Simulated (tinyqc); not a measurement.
Mobility limited by charged threading dislocations: one step, computed by the program tinyqc. Command: `OMP_NUM_THREADS=1 python tinyqc.py 3009058 3009059 out.jsonl disl walk`. One thread of a shared host (Intel(R) Xeon(R) Processor @ 2.30GHz), about 0.01 s of CPU time with the checks.

Parallel lines trap electrons, one site every c, and the current flows across them. Donors are taken as fully ionised and statistics as non-degenerate; SI units, mass times m_0.

Question. Dislocation scattering. tau(k) = hbar^3 (eps eps_0)^2 c^2 (1 + 4 lambda^2 k^2)^(3/2)/(N_dis m e^4 f^2 lambda^4), k the wave number across the lines; mu_dis = (e/m) int x tau exp(-x) dx with x = hbar^2 k^2/(2 m k_B T), 160 Gauss-Legendre points in sqrt(x) from 0 to sqrt(32). Closed form for lambda k >> 1: mu = 30 sqrt(2 pi) (eps eps_0)^2 c^2 (k_B T)^(3/2)/(N_dis e^3 f^2 lambda sqrt(m)).

Inputs (values chosen for the exercise, modelled on germanium on silicon):

| quantity | value | unit |
|---|---|---|
| effective mass m | 0.12 | m_0 |
| permittivity eps | 16 | - |
| site spacing c along the line | 4 | angstrom |
| dislocation density N_dis | 5.4e+08 | 1/cm^2 |
| temperature T | 300 | K |

Band: parabolic. Filling of the line: limited by its own charge.

screening length lambda = 13.37640 nm

filling f = 0.1663796

Constants: hbar = 1.054571817e-34 J s; eps_0 = 8.8541878128e-12 F/m; m_0 = 9.1093837015e-31 kg; k_B = 1.380649e-23 J/K; e = 1.602176634e-19 C.

Give: tau at x = 1; dislocation mobility; closed form.

Answer.

tau at x = 1 = 4986 fs

dislocation mobility = 2.392e+05 cm^2/(V s)

closed form = 2.367e+05 cm^2/(V s)

The closed form is 99.0 % of the integral.
